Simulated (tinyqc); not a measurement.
Worked calculation: the 3-omega method: a line heater on a substrate with a thin film. Computed by tinyqc, a small Python program that keeps every step. Command: `OMP_NUM_THREADS=1 python tinyqc.py 3006606 3006607 out.jsonl threeomega walk`. One thread of a shared host (Intel(R) Xeon(R) Processor @ 2.30GHz), about 0.01 s of CPU time with the checks. Intermediate numbers are printed to about 6 digits and carried at full precision; extremes and crossings named in words are read from the listed rows.

A current at angular frequency omega = 2 pi f heats the line at 2 omega with the amplitude P per length; the temperature swing Delta T at 2 omega gives a voltage at 3 omega. The substrate is taken as semi-infinite and isotropic, and the heat capacity of heater and film is left out.

Inputs (values chosen for the exercise, modelled on a silicon-germanium alloy on sapphire):
```
quantity                                    value           unit
substrate conductivity kappa                   33        W/(m K)
substrate heat capacity C                    3.22  1e6 J/(m^3 K)
heater half-width b                           2.1     micrometre
power amplitude per length P                  8.5            W/m
current frequency f                           110             Hz
film thickness t                              180             nm
film conductivity kappa_f                     4.4        W/(m K)
interface resistance R_i                      6.5       m^2 K/GW
substrate thickness d_s                       525     micrometre
temperature coefficient of resistance beta    3.3         1e-3/K
voltage amplitude V_1                         2.9              V
```

## Penetration depth

D = kappa/C; q = sqrt(2 i omega/D); penetration depth 1/|q| = sqrt(D/(2 omega)).

diffusivity D = 10.2484 mm^2/s

penetration depth = 86.1049 micrometre

|q| b = 0.0243889

penetration depth / d_s = 0.164009

## Temperature swing of the bare substrate

Delta T_s = (P/(pi kappa)) int_0^infinity (sin x/x)^2 / sqrt(x^2 + (q b)^2) dx with (q b)^2 = i |q b|^2, averaged over the heater width (12 Gauss-Legendre points on each of the pieces 0, 14 log-spaced edges from 1e-5 to 1, and multiples of pi to 40 pi; the tail adds 1/(4 (40 pi)^2)). For |q| b much below 1: Delta T_s = (P/(pi kappa)) [-ln(|q| b) + eta - i pi/4], eta = 3/2 - C_E = 0.92278, with Euler's C_E = 0.5772157.

in-phase Delta T_s = 0.380141 K

out-of-phase Delta T_s = -0.0643556 K

in-phase, narrow-line form = 0.380134 K

out-of-phase, narrow-line form = -0.0643939 K

The narrow-line form misses the in-phase part by 0.00 % and the out-of-phase part by +0.1 % at |q| b = 0.024.

## The film adds a constant step

One-dimensional flow across the film: Delta T_f = P (t/kappa_f + R_i)/(2 b); total in-phase swing Delta T = Delta T_s + Delta T_f; third-harmonic amplitude V_3 = V_1 beta |Delta T|/2 with the out-of-phase part included; the apparent film conductivity is t/(t/kappa_f + R_i).

Delta T_f = 0.0959470 K

total in-phase swing = 0.476088 K

V_3 = 2.29880 mV

apparent film conductivity = 3.79674 W/(m K)

film share of the in-phase swing = 0.201532

The interface lowers the apparent conductivity by 14 %. The film gives a large part of the signal.

## Conductivity from the slope

Take the in-phase swing at f and at 2f; in the narrow-line limit kappa = P ln 2/(2 pi [Delta T(f) - Delta T(2f)]), whatever the film and the heater width.

in-phase Delta T_s at 2f = 0.351732 K

kappa from the slope = 33.0074 W/(m K)

error of the slope method = 0.0224479 %

## The window of frequencies

The slope value uses each f and 2f: kappa = P ln 2/(2 pi [Delta T(f) - Delta T(2f)]).

Bare substrate; columns: (1) f (Hz); (2) penetration depth (micrometre); (3) |q| b; (4) in-phase (K); (5) out-of-phase (K); (6) narrow-line form (K); (7) kappa from the slope (W/(m K)):
```
(1)            (2)         (3)        (4)         (5)         (6)      (7)
1.8        673.113  0.00311983   0.548732  -0.0643930    0.548732  33.0001
18         212.857  0.00986578   0.454340  -0.0643865    0.454339  33.0012
180        67.3113   0.0311983   0.359956  -0.0643344    0.359946  33.0121
920        29.7735   0.0705325   0.293120  -0.0641453    0.293067  33.0617
3700       14.8465    0.141448   0.236227  -0.0635837    0.236014  33.2459
18000      6.73113    0.311983   0.172172  -0.0614965    0.171159  34.1624
74000      3.31977    0.632574   0.117114  -0.0562270    0.113206  37.5219
370000     1.48465     1.41448  0.0631035  -0.0428734   0.0472276  53.3031
1.80e+06  0.673113     3.11983  0.0292124  -0.0249779  -0.0176272  109.383
1.10e+07  0.272288     7.71244  0.0118078  -0.0111186  -0.0918317  271.135
```

The slope gives kappa within 1 % up to |q| b = 0.14 (f = 3700 Hz) among these rows. The penetration depth stays under d_s/5 = 105 micrometre from f = 180 Hz up, so a usable window lies between the two. At high f the flow turns one-dimensional: in-phase and out-of-phase parts become equal in size (ratio 0.94 in the last row) and fall as f^(-1/2) (exponent -0.50).

Checks made by the program: narrow-line limit at |q| b = 0.002 (relative difference 7e-07).
